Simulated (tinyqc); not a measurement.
Strain, valley repopulation and piezoresistance in a many-valley conduction band: one step, computed by the program tinyqc.

Valleys are ellipsoids with mass m_l along the axis a and m_t across it, parabolic, with one constant relaxation time; strain shifts the valleys and leaves the masses alone. Currents are taken along [110], along the load, and along [001], across the load.

Task: Valley shifts. Herring-Vogt shift of a valley with unit axis a: dE = Xi_d tr(e) + Xi_u a.e.a.

Inputs (values chosen for the exercise, modelled on silicon): shear deformation potential Xi_u = 8.99 eV; dilation deformation potential Xi_d = 1.1 eV.

Valley axes: <100> (6 valleys in 3 pairs). Load: uniaxial [110].

strain tensor (%):
```
            x           y          z
x  -0.2259531  -0.2563291  0.0000000
y  -0.2563291  -0.2259531  0.0000000
z   0.0000000   0.0000000  0.1758326
```

Constants: k_B = 8.617333262e-05 eV/K.

Give: shifts dE; splitting (highest minus lowest).

Result:

shifts dE (meV): x -23.350, y -23.350, z 12.771

splitting (highest minus lowest) = 36.121 meV

Caution: shear strain also changes the transverse masses of <100> valleys, which this model leaves out.
